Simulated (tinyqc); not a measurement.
Millisecond and nanosecond annealing: surface heating, thermal budget and solid-phase regrowth. From one set of inputs to another, one input at a time. Computed by tinyqc, a small Python program. Command: `OMP_NUM_THREADS=1 python tinyqc.py 3027483 3027484 out.jsonl flash ladder`. One thread of a shared host (Intel(R) Xeon(R) Processor @ 2.30GHz), about 0.02 s of CPU time with the checks.

A square pulse heats the surface of a thick wafer with constant thermal properties; losses by radiation are neglected and silicon melts at 1414 C.

The inputs printed are set A. Set A is modelled on hot silicon with phosphorus; the values taken over come from a set modelled on hot silicon with arsenic. Inputs not listed in the table keep their values of set A, so the rows need not describe a real material.

Inputs (values chosen for the exercise, modelled on hot silicon with phosphorus):
```
quantity                      value        unit
incident fluence               28.7      J/cm^2
pulse length t_p            0.00089           s
reflectance R                   0.4           -
thermal conductivity k         0.26    W/(cm K)
heat capacity per volume c     2.22  J/(cm^3 K)
preheat temperature T0          500           C
dopant prefactor D0            3.81      cm^2/s
dopant activation energy E     3.65          eV
regrowth prefactor v0       4.8e+08        cm/s
regrowth energy E_v            2.71          eV
amorphous layer                  16          nm
```

Source: scanned laser.

Constants: k_B = 8.617333262e-05 eV/K.

Method:
- Absorbed flux q = (1 - R) fluence/t_p; kappa = k/c. With f(z, t) = (2 q/k) sqrt(kappa t) ierfc(z/(2 sqrt(kappa t))), ierfc(x) = exp(-x^2)/sqrt(pi) - x erfc(x): T = T0 + f(z, t) during the pulse and T0 + f(z, t) - f(z, t - t_p) after it.
- At the surface the rise at the end of the pulse is 2 q sqrt(t_p/(pi k c)); the fluence that just melts the surface scales with (1414 - T0).
- Temperatures in kelvin are T(C) + 273.15.
- Integrate exp(-E/(k_B T(t))) at the surface from 0 to 10 t_p (Gauss-Legendre, 60 points in sqrt(t) up to t_p and 60 in sqrt(t - t_p) after it). (Dt) = D0 x integral with E; regrowth = v0 x integral with E_v; effective time = integral/exp(-E/(k_B T_peak)).

Each row keeps all changes above it; columns: (1) input moved; (2) from; (3) to; (4) diffusion length 2 sqrt(Dt) (nm); (5) possible regrowth (nm); (6) fluence at the melting threshold (J/cm^2):
```
(1)                                                                         (2)            (3)      (4)         (5)     (6)
set A                                                                         -              -  0.99038  3.3189e+03  30.598
pulse length t_p (s) and incident fluence (J/cm^2)                0.00089, 28.7  0.00016, 7.49  0.01602  4.7721e+00  12.974
reflectance R                                                               0.4           0.43  0.01151  2.9319e+00  13.657
preheat temperature T0 (C)                                                  500            700  0.12769  1.1625e+02  10.668
dopant prefactor D0 (cm^2/s) and dopant activation energy E (eV)     3.81, 3.65     10.6, 3.95  0.06279  1.1625e+02  10.668
heat capacity per volume c (J/(cm^3 K))                                    2.22           2.29  0.05802  1.0468e+02  10.835
```

Diffusion length 2 sqrt(Dt) goes from 0.990 to 0.0580, a factor 0.0586 in all. The largest single move comes from pulse length t_p with incident fluence (a factor 0.0162), and preheat temperature T0 works against it (a factor 11.1). Possible regrowth goes from 3320 to 105, a factor 0.0315 in all. The largest single move comes from pulse length t_p with incident fluence (a factor 0.00144), and preheat temperature T0 works against it (a factor 39.7). Fluence at the melting threshold goes from 30.6 to 10.8, a factor 0.354 in all. The largest single move comes from pulse length t_p with incident fluence (a factor 0.424). The single moves hold for this order of the switches; the total does not depend on the order.

Caution (all rows): equilibrium diffusivities are used; implant damage enhances diffusion, and k and c vary with temperature. Caution (rows set A, preheat temperature T0, dopant prefactor D0, heat capacity per volume c): the peak lies above 1150 C, and amorphous silicon melts some 200 to 250 K below the crystal, so a layer that has not regrown before the peak may melt instead. Caution (rows pulse length t_p, reflectance R, preheat temperature T0, dopant prefactor D0, heat capacity per volume c): a diffusion length below the atomic spacing of 0.235 nm means about one jump per atom or fewer, so the profile does not change measurably. Caution (rows preheat temperature T0, dopant prefactor D0, heat capacity per volume c): at this preheat temperature the layer would already regrow within five seconds or less before the pulse.

Extremes, crossings and ranges named in words are read from the listed rows.
